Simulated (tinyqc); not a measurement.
## Length offset and series resistance from crossing lines

Problem. R_total = Rs + k (L - dL)/Vo with constant Rs, dL and k. Find k, dL and Rs.

R_total at (L, Vo) = (60, 0.33), (120, 0.33), (60, 0.77) and (120, 0.77), L in nm and Vo in V (ohm um): 467.75758  722.30303  366.18182  475.27273

Solution. At each overdrive R is a straight line in L with slope k/Vo; the two lines cross at L = dL, R = Rs.

k = 1.400 ohm um V/nm
dL = 18.10 nm
Rs = 290.0 ohm um

Numbers from tinyqc (`OMP_NUM_THREADS=1 python tinyqc.py 2282246 2282247 out.jsonl`; about 0.04 s on one thread of a shared Intel Xeon 2.30GHz).
